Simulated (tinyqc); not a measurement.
Equation-of-state fits to an energy-volume table made by a known binding curve: one step, computed by the program tinyqc.

With x = (V/V_0)^(1/3), the energy per atom is E = -D [1 + eta (x - 1)] exp(-eta (x - 1)), so that B0 = D eta^2/(9 V_0) and B' = 1 + 2 eta/3. B' = dB/dP at P = 0.

Problem. Errors of the Birch-Murnaghan fit. Third-order Birch-Murnaghan is a cubic in u = V^(-2/3): fit it by linear least squares, find the minimum, and take B0 = V E''(V), B' = -1 - V E'''/E'' there. Errors are fitted minus exact, relative; the pressure at c V_0 uses P = (3 B0/2) (x^7 - x^5) [1 + (3/4)(B' - 4)(x^2 - 1)], x = (V0/V)^(1/3) with the fitted values.

Inputs (values chosen for the exercise, for a model crystal): true volume V_0 = 11.7 angstrom^3/atom; compression V/V_0 for the pressure test = 0.75.

Binding curve: universal binding. Noise: none.

fitted B0 = 69.83607 GPa

exact B0 = 69.86464 GPa

fitted B' = 4.087526

exact B' = 4.066667

fitted V0 = 11.69993 angstrom^3

exact pressure at c V_0 = 35.35738 GPa

Give: error of B0; error of B'; fitted pressure at c V_0; error of that pressure.

Solution.

error of B0 = -0.0409 %

error of B' = 0.513 %

fitted pressure at c V_0 = 36.3 GPa

error of that pressure = 2.57 %
